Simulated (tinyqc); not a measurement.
What each parameter does: quantum well in an electric field by finite differences.

Finite differences on points z_i at the centres of cells of width h: H_ii = (c/h^2)(1/m_(i-1/2) + 1/m_(i+1/2)) + V_i, H_(i,i+1) = -(c/h^2)/m_(i+1/2), where m_(i+1/2) is the mean of the masses at the two points (the end values are repeated outwards), psi = 0 on the points beyond both ends, c = hbar^2/2m0. The field adds e F (z - z0) with z0 the middle of the structure; 1 kV/cm = 1e-5 eV/angstrom.

Constants: hbar^2/2m0 = 3.80998211 eV angstrom^2.

Inputs chosen for the exercise (near those of an InGaAs well in InP; shifted at random, so the results belong to these values and not to a real crystal): Lw = 78 angstrom (well width); Lb = 39 angstrom (each outer barrier); V0 = 0.246 eV (barrier height); mw = 0.041 m0 (mass in the well); mb = 0.0794 m0 (mass in the barriers); F = 40 kV/cm (field along z); hf = 0.8125 angstrom (cell width of the fine grid).

Three layers: barrier, well, barrier; fine grid. The Stark shift is E1(F) - E1(0).

Results for these values:

| case | E1 (eV) | E2 - E1 (meV) | Stark shift (meV) | <z - z0> (angstrom) |
|---|---|---|---|---|
| base | 0.0536 | 166.6 | -0.51 | -2.53 |

What happens to each result for F = 20 kV/cm, all else kept?

Answer: E1 rises from 0.0536 to 0.0540; E2 - E1 falls from 166.6 to 166.2; Stark shift rises from -0.51 to -0.13; <z - z0> rises from -2.53 to -1.27.

The same for each parameter in turn:

| case | E1 (eV) | E2 - E1 (meV) | Stark shift (meV) | <z - z0> (angstrom) |
|---|---|---|---|---|
| base | 0.0536 | 166.6 | -0.51 | -2.53 |
| Lw = 91 angstrom | 0.0438 | 138.5 | -0.74 | -3.70 |
| Lb = 52 angstrom | 0.0532 | 161.3 | -0.53 | -2.67 |
| V0 = 0.197 eV | 0.0492 | 154.2 | -0.59 | -2.93 |
| mw = 0.0471 m0 | 0.0512 | 154.4 | -0.52 | -2.60 |
| mb = 0.0635 m0 | 0.0577 | 170.6 | -0.49 | -2.46 |
| F = 20 kV/cm | 0.0540 | 166.2 | -0.13 | -1.27 |

tinyqc: `OMP_NUM_THREADS=1 python tinyqc.py 1250576 1250577 out.jsonl`; about 0.02 s, one thread, shared Intel(R) Xeon(R) Processor @ 2.30GHz.
